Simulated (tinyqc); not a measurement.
Six-band hole subbands of a thin body in a field: one step. Confinement masses without spin-orbit coupling. Four cases, with inputs chosen for the exercise.

Problem. C(n n^T)/c has C_XX = (g1 + 4 g2) nx^2 + (g1 - 2 g2)(ny^2 + nz^2) and C_XY = 6 g3 nx ny, n the unit normal; its eigenvalues are the inverse masses along n.

Case 1.

Values chosen (near those of a p-type Ge channel; the results hold for these values, not for the real material):
- g1 = 13.35 (Luttinger gamma1)
- g2 = 4.25 (gamma2)
- g3 = 5.7 (gamma3)
- face = 110 (surface)

Case 2.

Values chosen (near those of a p-type Si channel; the results hold for these values, not for the real material):
- g1 = 4.3 (Luttinger gamma1)
- g2 = 0.34 (gamma2)
- g3 = 1.45 (gamma3)
- face = 110 (surface)

Case 3.

Values chosen (near those of a p-type Ge channel; the results hold for these values, not for the real material):
- g1 = 13.34 (Luttinger gamma1)
- g2 = 4.25 (gamma2)
- g3 = 5.68 (gamma3)
- face = 110 (surface)

Case 4.

Values chosen (near those of a p-type Si channel; the results hold for these values, not for the real material):
- g1 = 4.27 (Luttinger gamma1)
- g2 = 0.34 (gamma2)
- g3 = 1.44 (gamma3)
- face = 110 (surface)

Give: C(n n^T)/c; masses.

Solution.

Case 1.

C(n n^T)/c, lower triangle:
```
         X        Y       Z
X  17.6000
Y  17.1000  17.6000
Z        0        0  4.8500
```

masses (m0): 2.0000  0.2062  0.0288

The heaviest mass, 2.00, comes from a near cancellation among the gammas, so a few per cent in them move it strongly.

Case 2.

C(n n^T)/c, lower triangle:
```
        X       Y       Z
X  4.6400
Y  4.3500  4.6400
Z       0       0  3.6200
```

masses (m0): 3.4483  0.2762  0.1112

The heaviest mass, 3.45, comes from a near cancellation among the gammas, so a few per cent in them move it strongly.

Case 3.

C(n n^T)/c, lower triangle:
```
         X        Y       Z
X  17.5900
Y  17.0400  17.5900
Z        0        0  4.8400
```

masses (m0): 1.8182  0.2066  0.0289

The heaviest mass, 1.82, comes from a near cancellation among the gammas, so a few per cent in them move it strongly.

Case 4.

C(n n^T)/c, lower triangle:
```
        X       Y       Z
X  4.6100
Y  4.3200  4.6100
Z       0       0  3.5900
```

masses (m0): 3.4483  0.2786  0.1120

The heaviest mass, 3.45, comes from a near cancellation among the gammas, so a few per cent in them move it strongly.

Computed by tinyqc, one run a case: `OMP_NUM_THREADS=1 python tinyqc.py N N+1 out.jsonl` with N = 1251093, 1251244, 1251320, 1251573; one thread of a shared Intel(R) Xeon(R) Processor @ 2.30GHz, about 0.9 s a run at most.
